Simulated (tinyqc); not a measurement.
Formation energy of a charged point defect from supercell energies: one step, computed by the program tinyqc. Command: `OMP_NUM_THREADS=1 python tinyqc.py 3015347 3015348 out.jsonl formation walk`. One thread of a shared host (Intel(R) Xeon(R) Processor @ 2.30GHz), about 0.01 s of CPU time with the checks.

The host is a compound AB. Making the defect adds n_A = -1, n_B = 0 atoms to the cell. All total energies are inputs. E_F is counted from the valence-band maximum (VBM); x = 0 is A-rich and x = 1 B-rich growth.

Question. Transition levels and the lower envelope. eps(q/q') = [E_f(q', 0) - E_f(q, 0)]/(q - q'). U of state q is eps(q/q-1) - eps(q+1/q). The stable state at each E_F is the lowest line E_f(q, 0) + q E_F.

Inputs (values chosen for the exercise, with gap and screening modelled on CdS): gap E_g = 2.55 eV.

Defect: vacancy of A. Supercell lattice: bcc.

E_f(q, 0) (eV): (q=+2) 0.494168, (q=+1) 1.634292, (q=0) 3.475000

Give: One-electron levels above the VBM (eV); Stable states.

Answer.

One-electron levels above the VBM (eV):
```
level    energy  U of the state between this level and the next
(+2/+1)  1.1401                                         0.70058
(+1/0)   1.8407                                               -
```

Stable states:
```
q   from E_F (eV)  to E_F (eV)
+2         0.0000       1.1401
+1         1.1401       1.8407
0          1.8407       2.5500
```

Stable in the gap, from the VBM up: +2, +1, 0.
